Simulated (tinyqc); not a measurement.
What moves the results: carrier statistics of a doped semiconductor with parabolic bands. A value that a table varies takes the place of the one given here.

Eg(T) = Eg0 - al T^2/(T + be); m_de = Mv^(2/3) (ml mt^2)^(1/3); m_dh = (mhh^(3/2) + mlh^(3/2))^(2/3); Nc and Nv from N = 2 (m kB T/(4 pi c))^(3/2) with c = hbar^2/2m0, in 1/angstrom^3; times 1e24 for 1/cm^3.

Energies are counted from Ev, so Ec = Eg. n = Nc F_1/2((EF - Eg)/kT), p = Nv F_1/2(-EF/kT), ND+ = ND/(1 + 2 exp((EF - Eg + ED)/kT)), NA- = NA/(1 + 4 exp((EA - EF)/kT)); neutrality asks p + ND+ = n + NA-. F_j(eta) = (1/Gamma(j + 1)) integral_0^infinity x^j dx/(1 + exp(x - eta)), which tends to exp(eta) for eta << 0.

Constants: hbar^2/2m0 = 3.80998211 eV angstrom^2; kB = 8.617333262e-05 eV/K.

Parameters, chosen for this exercise (near those of GaP; the results hold for these values, not for the real material): Eg0 = 2.315 eV (gap at 0 K); al = 0.000546 eV/K (Varshni alpha); be = 364 K (Varshni beta); ml = 1.89 m0 (longitudinal electron mass); mt = 0.246 m0 (transverse electron mass); Mv = 3 (equivalent valleys); mhh = 0.769 m0 (heavy-hole mass); mlh = 0.133 m0 (light-hole mass); ND = 2.7e+17 1/cm^3 (donors); NA = 2.5e+12 1/cm^3 (acceptors); ED = 0.0852 eV (donor level below Ec); EA = 0.0578 eV (acceptor level above Ev); T = 300 K.

## Temperature

Neutrality solved at each temperature; ni = sqrt(Nc Nv) exp(-Eg/2kT).

Carriers (1/cm^3):

| T (K) | EF (eV) | n | p | majority / \|ND - NA\| | ni | Eg (eV) |
|---|---|---|---|---|---|---|
| 30 | 2.2567 | 2.11e+08 | <1e-99 | 7.83e-10 | <1e-99 | 2.3138 |
| 50 | 2.2634 | 2.34e+13 | <1e-99 | 8.65e-05 | 4.57e-99 | 2.3117 |
| 77 | 2.2544 | 1.09e+15 | <1e-99 | 0.00402 | 8.44e-58 | 2.3077 |
| 120 | 2.2359 | 1.47e+16 | 5.74e-76 | 0.0545 | 2.91e-30 | 2.2988 |
| 200 | 2.1901 | 9.33e+16 | 6.39e-37 | 0.346 | 2.45e-10 | 2.2763 |
| 300 | 2.1147 | 1.92e+17 | 5.41e-17 | 0.710 | 3.23 | 2.2410 |
| 450 | 1.9758 | 2.47e+17 | 0.00248 | 0.913 | 2.47e+07 | 2.1792 |
| 600 | 1.8204 | 2.60e+17 | 2.63e+04 | 0.964 | 8.27e+10 | 2.1111 |
| 800 | 1.5989 | 2.66e+17 | 6.69e+09 | 0.984 | 4.22e+13 | 2.0148 |
| 1000 | 1.3666 | 2.68e+17 | 1.43e+13 | 0.991 | 1.96e+15 | 1.9147 |

Ionisation is incomplete: the majority density is below 90 % of the net doping at 30, 50, 77, 120, 200 and 300 K, down to a share of 7.8e-10. It is within 10 % of the net doping at 450, 600, 800 and 1000 K. The majority density never exceeds the net doping by 10 %; ni is 1.96e+15 1/cm^3 at 1000 K against a net doping of 2.70e+17. EF goes from 2.257 eV to 1.367 eV, where midgap is 0.957 eV and the intrinsic level (Boltzmann) 0.943 eV.

## Doping level

Only donors are present (NA = 0); eta is the distance of EF beyond the conduction edge in units of kT.

Neutral state:

| ND (1/cm^3) | EF (eV) | majority (1/cm^3) | ionised share | eta |
|---|---|---|---|---|
| 1.0e+14 | 1.9192 | 1.00e+14 | 1.000 | -12.45 |
| 1.0e+15 | 1.9787 | 9.98e+14 | 0.998 | -10.15 |
| 1.0e+16 | 2.0377 | 9.80e+15 | 0.980 | -7.86 |
| 1.0e+17 | 2.0935 | 8.48e+16 | 0.848 | -5.70 |
| 1.0e+18 | 2.1390 | 4.89e+17 | 0.489 | -3.95 |
| 3.0e+18 | 2.1569 | 9.71e+17 | 0.324 | -3.25 |
| 1.0e+19 | 2.1749 | 1.93e+18 | 0.193 | -2.56 |
| 3.0e+19 | 2.1906 | 3.45e+18 | 0.115 | -1.95 |

The impurity level lies at 2.1558 eV. The ionised share falls from 1.000 to 0.115 as EF passes through it between 1e+18 and 3e+18 1/cm^3 (share 1/3 there); it is below one half from 1e+18 1/cm^3 on. Over the last two rows the doping grows threefold and the majority density by a factor 1.79. EF comes within 3 kT of the majority band edge from 1e+19 1/cm^3 on. Above roughly 2e+19 1/cm^3 (N^(1/3) a = 0.26, with the radius a = sqrt(c/(m E)) from the ionisation energy E and the mass (ml mt^2)^(1/3)) the levels merge with the band and real ionisation is complete; sharp levels then overstate freeze-out.

## What each input does

Neutrality solved anew for each case. Each row changes one parameter from the base and keeps the others.

Results:

| case | EF (eV) | n (1/cm^3) | p (1/cm^3) |
|---|---|---|---|
| base | 2.1147 | 1.92e+17 | 5.41e-17 |
| T = 340 K | 2.0800 | 2.15e+17 | 3.22e-12 |
| ND = 1.35e+17 1/cm^3 | 2.1002 | 1.10e+17 | 9.49e-17 |
| NA = 1.25e+12 1/cm^3 | 2.1147 | 1.92e+17 | 5.41e-17 |
| Eg0 = 2.365 eV | 2.1647 | 1.92e+17 | 7.83e-18 |
| mt = 0.2952 m0 | 2.1110 | 1.99e+17 | 6.25e-17 |
| mhh = 0.9228 m0 | 2.1147 | 1.92e+17 | 7.00e-17 |
| ED = 0.1278 eV | 2.1020 | 1.18e+17 | 8.84e-17 |

The largest shifts from the base row, up to three for each result and ties (the steps differ in size, so this ranks the rows, not the parameters). EF (eV): Eg0 +0.0500, T -0.0347, ND -0.0145; unchanged at the printed digits by NA and mhh. n (1/cm^3): ND -8.23e+16, ED -7.43e+16, T +2.30e+16; unchanged at the printed digits by NA, Eg0 and mhh. p (1/cm^3): T +3.22e-12, Eg0 -4.63e-17, ND +4.08e-17; unchanged at the printed digits by NA.

tinyqc: `OMP_NUM_THREADS=1 python tinyqc.py 1682396 1682397 out.jsonl`; about 0.01 s, one thread, shared Intel(R) Xeon(R) Processor @ 2.30GHz.
